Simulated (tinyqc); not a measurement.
From results to parameters: two-site tight-binding chain. Computed by the program tinyqc.

Problem. A two-site chain has site energies +delta (A) and -delta (B) and hoppings t1 > t2 > 0, so E = +/- sqrt(delta^2 + |t1 + t2 exp(-ika)|^2). Find delta, t1 and t2.

upper band at k = 0 = 4.050802 eV
upper band at the zone edge = 1.313697 eV
weight of the upper band on site A at the zone edge = 0.930084

Solution. The weight on A is (1 + delta/E)/2, which gives delta; then t1 + t2 = sqrt(E(0)^2 - delta^2) and t1 - t2 = sqrt(E(edge)^2 - delta^2).

delta, t1, t2 (eV): 1.1300  2.2800  1.6100
